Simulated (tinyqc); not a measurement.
Low-temperature mobility of a two-dimensional electron gas with static screening: one step, computed by the program tinyqc. Command: `OMP_NUM_THREADS=1 python tinyqc.py 3023579 3023580 out.jsonl twodeg walk`. One thread of a shared host (Intel(R) Xeon(R) Processor @ 2.30GHz), about 0.01 s of CPU time with the checks.

One subband is filled, the gas is degenerate and scatters at the Fermi circle; one permittivity serves on both sides of the interface. All formulas are in SI units, masses times m_0. Piezoelectric and polar phonons are left out, and n_s is taken as set by a gate, independent of N_i.

Question. Interface roughness. Form factors with u = q/b: screening G(q) = [1 + 9u/8 + 3u^2/8]/(1 + u)^3, remote charge P(q) = exp(-q d)/(1 + u)^3. Dielectric function eps(q) = 1 + q_TF G(q)/q, with q = 2 k_F sin(theta/2). Roughness: <|U|^2> = (e F)^2 S(q), S = pi Delta^2 Lambda^2/(1 + q^2 Lambda^2/2)^(3/2). 1/tau_t = (m/(pi hbar^3)) int_0^pi (1 - cos theta) <|U|^2>/eps(q)^2 dtheta; the quantum rate 1/tau_q drops the factor (1 - cos theta); 200 Gauss-Legendre points in s with theta = pi s^2, s from 0 to 1; mu = e tau_t/m.

Inputs (values chosen for the exercise, modelled on a silicon inversion layer):

| quantity | value | unit |
|---|---|---|
| in-plane mass m | 0.194 | m_0 |
| permittivity eps | 11.8 | - |
| roughness height Delta | 0.18 | nm |
| correlation length Lambda | 2.8 | nm |
| remote charge density N_i | 3.2e+10 | 1/cm^2 |
| distance d of the charges from the interface | 1.5 | nm |
| temperature T | 10 | K |

Wave function: Fang-Howard. Roughness spectrum: exponential.

k_F = 0.1078142 1/nm

b = 0.7976482 1/nm

q_TF = 1.242735 1/nm

effective field F = 0.04370434 MV/cm

Constants: m_0 = 9.1093837015e-31 kg; hbar = 1.054571817e-34 J s; e = 1.602176634e-19 C; eps_0 = 8.8541878128e-12 F/m.

Give: tau_t, roughness; tau_q, roughness; roughness mobility; tau_t/tau_q, roughness.

Answer.

tau_t, roughness = 641.01 ps

tau_q, roughness = 956.50 ps

roughness mobility = 5.8114e+06 cm^2/(V s)

tau_t/tau_q, roughness = 0.67016

k_F Lambda = 0.30: the roughness is short against the Fermi wavelength and scatters through large angles. Caution: k_B T exceeds a quarter of E_F, so scattering at the Fermi circle alone and zero-temperature screening are rough.
